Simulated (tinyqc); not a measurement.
Worked calculation: quasiparticle equation with a plasmon-pole self-energy for two band edges. Values are carried at full precision from step to step, so a last printed digit may differ when a step is redone from the rounded ones.

For each edge E = e + X + Sc(E), with the correlation part Sc(E) = A[0]/(E - a + w) + A[1]/(E - b - w); a and b are the valence and conduction energies that enter the Green function (a = ev, b = ec in the one-shot scheme). Z = 1/(1 - dSc/dE), dSc/dE = -A[0]/(E - a + w)^2 - A[1]/(E - b - w)^2.

Inputs chosen for the exercise (scales of the order of those of SiO2; not measured data):
- ev = 0 eV (mean-field valence top)
- ec = 5.74 eV (mean-field conduction edge)
- w = 20 eV (pole energy)
- Av = (87.2, 39.2) eV^2 (weights of the valence state on the hole and electron poles)
- Ac = (50.5, 79.6) eV^2 (the same for the conduction state)
- Xv = -4.41 eV (exchange minus the mean-field potential, valence)
- Xc = 4.48 eV (the same, conduction)

## Linearised one-shot correction

Evaluate Sc and its slope at the mean-field energy; E = e + Z (X + Sc).

Terms:
```
edge        Sc (eV)   dSc/dE       Z  X + Sc (eV)   E (eV)
valence      2.8371  -0.2772  0.7830      -1.5729  -1.2316
conduction  -2.0181  -0.2752  0.7842       2.4619   7.6706
```

gap = 8.9022 eV
gap with Z = 1 = 9.7748 eV

The gap opens by 3.162 eV, 39 % of it by lowering the valence top. Setting Z = 1 would overshoot by 0.873 eV.

## Solving the equation for the conduction edge

Newton steps on f(E) = E - ec - Xc - Sc(E) from E = ec; the first step is the linearised result.

Iterates:
```
step   E (eV)   Sc (eV)     f (eV)
0     5.74000  -2.01807  -2.461927
1     7.67059  -2.58019   0.030781
2     7.64709  -2.57292   0.000006
3     7.64708  -2.57292   0.000000
```

The linearisation errs by +23.5 meV, as the shift is only 0.095 of the pole energy.

## All solutions for the valence state

Multiplying out gives a cubic; give its three roots and their weights Z.

roots (eV): -24.513  -1.221  27.063

weights: 0.1888  0.7685  0.0427

The weights add up to 1. The satellite below lies 23.29 eV from the main peak, 16 % more than w: this scheme places plasmon satellites too far out, and gives one where a cumulant form gives a series.

## Updating the energies in the Green function

Solve both equations exactly, put the results in place of a and b, and repeat five times; w is kept.

Cycles (eV):
```
cycle       Ev      Ec     gap
1      -1.2206  7.6471  8.8677
2      -1.3685  7.9184  9.2869
3      -1.3843  7.9549  9.3392
4      -1.3857  7.9599  9.3457
5      -1.3858  7.9607  9.3465
```

The update moves the gap by +479 meV from the one-shot value; each cycle shrinks the change to about 0.12 of the one before.

## Checks

- Sum of the weights of the three roots: both 1.000000.
- Newton result against the root by bisection (eV): both 7.64708.

Computed by tinyqc, a small Python program: `OMP_NUM_THREADS=1 python tinyqc.py 1851274 1851275 out.jsonl` (the numbers bound the seed that draws the inputs); one thread of a shared host (Intel(R) Xeon(R) Processor @ 2.30GHz), about 0.01 s for the whole set of steps.
